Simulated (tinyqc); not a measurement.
Surface potential of a MOS transistor: implicit equation and explicit approximations: two steps of the calculation.

p-type body, charge-sheet picture, depletion and inversion only, full ionisation (an idealisation for deep acceptors), Boltzmann statistics (rough once Na exp(x - xn) passes about Nc/7). In units of Vt: xg = (Vg - Vfb)/Vt, x = psi/Vt, G = gamma/sqrt(Vt), xn = (2 phiF + Vc)/Vt. The implicit equation is (xg - x)^2 = G^2 [x - 1 + exp(x - xn)] for x above about 3. Cox = eps0 eox/tox.

Inputs (values chosen for the exercise); band and dielectric values close to those of silicon:
- T = 300 K (temperature)
- eox = 3.9 (relative permittivity of the gate insulator (close to silicon dioxide))
- tox = 12 nm (insulator thickness)
- Vc = 0 V (channel-body voltage)

Constants: q = 1.602176634e-19 C, kB = 1.380649e-23 J/K, Vt = kB T/q, eps0 = 8.8541878128e-14 F/cm where lengths are in cm. Results are converted to the units shown.

Question 1. New x. D = exp(x - xn), f = (xg - x)^2 - G^2 (x - 1 + D), f' = -2 (xg - x) - G^2 (1 + D), x(new) = x - f/f'.

x at the start = 35.79
G = 5.4510881
xn = 33.378086
xg = 70.400743

Find: D; f; f'; x after iteration 1.

Answer 1.

D = 11.16
f = -167.3
f' = -430.4
x after iteration 1 = 35.40

Question 2. Potential, charges and gate control. psi = Vt x; N_dep = Cox Vt G sqrt(x - 1)/q; N_inv = (Cox Vt G/q) [sqrt(x - 1 + exp(x - xn)) - sqrt(x - 1)]; dpsi/dVg = 1/[1 + G^2 (1 + exp(x - xn))/(2 (xg - x))].

converged x = 35.331972
G = 5.4510881
xn = 33.378086
xg = 70.400743

Find: psi; N_dep; N_inv; dpsi/dVg.

Answer 2.

psi = 0.91340 V
N_dep = 1.4830e12 cm^-2
N_inv = 1.4528e11 cm^-2
dpsi/dVg = 0.22660

psi lies 2.0 Vt above 2 phiF + Vc.

Program tinyqc, `OMP_NUM_THREADS=1 python tinyqc.py 2122142 2122143 out.jsonl`; Intel Xeon 2.30GHz, shared host, one thread, about 0.01 s.
